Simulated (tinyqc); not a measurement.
What moves the results: carrier statistics of a doped semiconductor with parabolic bands. A value that a table varies takes the place of the one given here.

Eg(T) = Eg0 - al T^2/(T + be); m_de = Mv^(2/3) (ml mt^2)^(1/3); m_dh = (mhh^(3/2) + mlh^(3/2))^(2/3); Nc and Nv from N = 2 (m kB T/(4 pi c))^(3/2) with c = hbar^2/2m0, in 1/angstrom^3; times 1e24 for 1/cm^3.

Energies are counted from Ev, so Ec = Eg. n = Nc F_1/2((EF - Eg)/kT), p = Nv F_1/2(-EF/kT), ND+ = ND/(1 + 2 exp((EF - Eg + ED)/kT)), NA- = NA/(1 + 4 exp((EA - EF)/kT)); neutrality asks p + ND+ = n + NA-. F_j(eta) = (1/Gamma(j + 1)) integral_0^infinity x^j dx/(1 + exp(x - eta)), which tends to exp(eta) for eta << 0.

Constants: hbar^2/2m0 = 3.80998211 eV angstrom^2; kB = 8.617333262e-05 eV/K.

Parameters, chosen for this exercise (near those of InP; the results hold for these values, not for the real material):
- Eg0 = 1.444 eV (gap at 0 K)
- al = 0.000359 eV/K (Varshni alpha)
- be = 162 K (Varshni beta)
- ml = 0.0773 m0 (longitudinal electron mass)
- mt = 0.0773 m0 (transverse electron mass)
- Mv = 1 (equivalent valleys)
- mhh = 0.617 m0 (heavy-hole mass)
- mlh = 0.0841 m0 (light-hole mass)
- ND = 9.1e+12 1/cm^3 (donors)
- NA = 1.5e+18 1/cm^3 (acceptors)
- ED = 0.00567 eV (donor level below Ec)
- EA = 0.0471 eV (acceptor level above Ev)
- T = 400 K

## Temperature

Neutrality solved at each temperature; ni = sqrt(Nc Nv) exp(-Eg/2kT).

Carriers (1/cm^3):

| T (K) | EF (eV) | n | p | majority / \|ND - NA\| | ni | Eg (eV) |
|---|---|---|---|---|---|---|
| 30 | 0.0239 | <1e-99 | 3.87e+13 | 2.58e-05 | <1e-99 | 1.4423 |
| 50 | 0.0254 | <1e-99 | 2.41e+15 | 0.00160 | 4.91e-56 | 1.4398 |
| 77 | 0.0285 | 6.07e-76 | 2.25e+16 | 0.0150 | 3.70e-30 | 1.4351 |
| 120 | 0.0350 | 5.37e-42 | 1.08e+17 | 0.0721 | 7.66e-13 | 1.4257 |
| 200 | 0.0509 | 2.30e-17 | 3.56e+17 | 0.238 | 2.89 | 1.4043 |
| 300 | 0.0763 | 8.53e-05 | 6.55e+17 | 0.436 | 7.54e+06 | 1.3741 |
| 450 | 0.1233 | 3.43e+04 | 9.61e+17 | 0.641 | 1.83e+11 | 1.3252 |
| 600 | 0.1782 | 9.45e+08 | 1.14e+18 | 0.759 | 3.30e+13 | 1.2744 |
| 800 | 0.2601 | 2.61e+12 | 1.27e+18 | 0.846 | 1.83e+15 | 1.2052 |
| 1000 | 0.3494 | 3.60e+14 | 1.34e+18 | 0.893 | 2.20e+16 | 1.1350 |

Ionisation is incomplete: the majority density is below 90 % of the net doping at 30, 50, 77, 120, 200, 300, 450, 600, 800 and 1000 K, down to a share of 2.6e-05. No listed temperature gives a majority density within 10 % of the net doping. The majority density never exceeds the net doping by 10 %; ni is 2.20e+16 1/cm^3 at 1000 K against a net doping of 1.50e+18. EF goes from 0.024 eV to 0.349 eV, where midgap is 0.568 eV and the intrinsic level (Boltzmann) 0.704 eV.

## Doping level

Only acceptors are present (ND = 0); eta is the distance of EF beyond the valence edge in units of kT.

Neutral state:

| NA (1/cm^3) | EF (eV) | majority (1/cm^3) | ionised share | eta |
|---|---|---|---|---|
| 1.0e+14 | 0.4202 | 1.00e+14 | 1.000 | -12.19 |
| 1.0e+15 | 0.3408 | 9.99e+14 | 0.999 | -9.89 |
| 1.0e+16 | 0.2617 | 9.92e+15 | 0.992 | -7.59 |
| 1.0e+17 | 0.1845 | 9.31e+16 | 0.931 | -5.35 |
| 1.0e+18 | 0.1169 | 6.54e+17 | 0.654 | -3.39 |
| 3.0e+18 | 0.0902 | 1.40e+18 | 0.466 | -2.62 |
| 1.0e+19 | 0.0641 | 2.91e+18 | 0.291 | -1.86 |
| 3.0e+19 | 0.0419 | 5.31e+18 | 0.177 | -1.22 |

The impurity level lies at 0.0471 eV. The ionised share falls from 1.000 to 0.177 as EF passes through it between 1e+19 and 3e+19 1/cm^3 (share 1/5 there); it is below one half from 3e+18 1/cm^3 on. Over the last two rows the doping grows threefold and the majority density by a factor 1.83. EF comes within 3 kT of the majority band edge from 3e+18 1/cm^3 on. Above roughly 1e+19 1/cm^3 (N^(1/3) a = 0.26, with the radius a = sqrt(c/(m E)) from the ionisation energy E and the mass mhh) the levels merge with the band and real ionisation is complete; sharp levels then overstate freeze-out.

## What each input does

Neutrality solved anew for each case. Each row changes one parameter from the base and keeps the others.

Results:

| case | EF (eV) | n (1/cm^3) | p (1/cm^3) |
|---|---|---|---|
| base | 0.1067 | 228 | 8.77e+17 |
| T = 440 K | 0.1199 | 1.37e+04 | 9.46e+17 |
| ND = 4.55e+12 1/cm^3 | 0.1067 | 228 | 8.77e+17 |
| NA = 1.95e+18 1/cm^3 | 0.1003 | 189 | 1.05e+18 |
| Eg0 = 1.494 eV | 0.1067 | 53.4 | 8.77e+17 |
| mt = 0.0928 m0 | 0.1067 | 273 | 8.77e+17 |
| mhh = 0.7404 m0 | 0.1132 | 275 | 9.45e+17 |
| EA = 0.0707 eV | 0.1143 | 284 | 7.05e+17 |

The largest shifts from the base row, up to three for each result and ties (the steps differ in size, so this ranks the rows, not the parameters). EF (eV): T +0.0133, EA +0.0076, mhh +0.0066; unchanged at the printed digits by ND, Eg0 and mt. n (1/cm^3): T +1.35e+04, Eg0 -174, EA +56.5; unchanged at the printed digits by ND. p (1/cm^3): NA +1.75e+17, EA -1.72e+17, T +6.88e+16; unchanged at the printed digits by ND, Eg0 and mt.

Program tinyqc; command `OMP_NUM_THREADS=1 python tinyqc.py 1680818 1680819 out.jsonl`; about 0.01 s on one thread of a shared Intel(R) Xeon(R) Processor @ 2.30GHz.
